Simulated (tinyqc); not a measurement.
Armchair graphene nanoribbon in tight binding: one step. Transverse modes without edge correction. Three cases, with inputs chosen for the exercise.

Task: For each p give c, |E| at k = 0, t |1 + 2c|, and |E| at the given k.

An armchair ribbon of N dimer lines, width (N - 1) sqrt3 acc/2, period 3 acc, one pz orbital a site. In line n, A_n binds to B_n with -t exp(ik/3), times (1 + d) in the two edge lines, and to B_(n-1) and B_(n+1) with -t exp(-ik/6); k runs from -pi to pi. For d = 0 the modes across the ribbon are sin(n p pi/(N + 1)), p = 1 to N, with E = -/+ t sqrt(1 + 4 c^2 + 4 c cos(k/2)), c = cos(p pi/(N + 1)).

Give: Modes.

Case 1.

Values chosen (out of a larger set: near those used for graphene; not measured data): t = 2.88 eV (hopping); N = 3 (dimer lines); k = 0.42 (k times the period 3 acc).

Result:

Modes:

| p | c | \|E\| at k = 0 (eV) | \|E\| at k (eV) |
|---|---|---|---|
| 1 | 0.7071 | 6.9529 | 6.9158 |
| 2 | 0.0000 | 2.8800 | 2.8800 |
| 3 | -0.7071 | 1.1929 | 1.3923 |

N = 3 = 3 x 1 + 0. No mode has c = -1/2; the nearest, p = 3, leaves a gap of 2.3859 eV.

Case 2.

Values chosen (out of a larger set: near those used for graphene; not measured data): t = 2.87 eV (hopping); N = 4 (dimer lines); k = 0.74 (k times the period 3 acc).

Result:

Modes:

| p | c | \|E\| at k = 0 (eV) | \|E\| at k (eV) |
|---|---|---|---|
| 1 | 0.8090 | 7.5138 | 7.3927 |
| 2 | 0.3090 | 4.6438 | 4.5690 |
| 3 | -0.3090 | 1.0962 | 1.3750 |
| 4 | -0.8090 | 1.7738 | 2.2249 |

N = 4 = 3 x 1 + 1. No mode has c = -1/2; the nearest, p = 3, leaves a gap of 2.1925 eV.

Case 3.

Values chosen (out of a larger set: near those used for graphene; not measured data): t = 2.82 eV (hopping); N = 6 (dimer lines); k = 2.34 (k times the period 3 acc).

Result:

Modes:

| p | c | \|E\| at k = 0 (eV) | \|E\| at k (eV) |
|---|---|---|---|
| 1 | 0.9010 | 7.9015 | 6.7049 |
| 2 | 0.6235 | 6.3365 | 5.2968 |
| 3 | 0.2225 | 4.0750 | 3.5056 |
| 4 | -0.2225 | 1.5650 | 2.6011 |
| 5 | -0.6235 | 0.6965 | 3.5469 |
| 6 | -0.9010 | 2.2615 | 4.7531 |

N = 6 = 3 x 2 + 0. No mode has c = -1/2; the nearest, p = 5, leaves a gap of 1.3930 eV.

Computed by tinyqc, one run a case: `OMP_NUM_THREADS=1 python tinyqc.py N N+1 out.jsonl` with N = 1482760, 1482788, 1482793; one thread of a shared Intel(R) Xeon(R) Processor @ 2.30GHz, about 0.05 s a run at most.
